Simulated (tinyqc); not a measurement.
## Circuit elements from the admittance matrix

Inverse problem. Y belongs to a common-source circuit with y11 = i w (Cgs + Cgd), y12 = -i w Cgd, y21 = gm - i w Cgd, y22 = gds + i w (Cgd + Cd) and a resistance Rg in series with the gate; w = 2 pi f. Find Rg, Cgs + Cgd, Cgd, gm, gds and Cd.

Values chosen for this exercise:
- f = 3 GHz (signal frequency)

Y with Rg (mS):

|  | 1 | 2 |
|---|---|---|
| 1 | 0.001581064+0.278750160i | -0.000416952-0.073510903i |
| 2 | 1.448987516-0.081731887i | 0.052302493+0.222707186i |

Solution. 1/Y11 = Rg + 1/(i w (Cgs + Cgd)) gives Rg; removing it from Z11 returns the inner y, whose parts are read off.

Rg = 20.35 ohm
Cgs + Cgd = 14.79 fF
Cgd = 3.900 fF
gm = 1.449 mS
gds = 0.05218 mS
Cd = 7.800 fF

Numbers from tinyqc (`OMP_NUM_THREADS=1 python tinyqc.py 2150067 2150068 out.jsonl`; about 0.01 s on one thread of a shared Intel Xeon 2.30GHz).
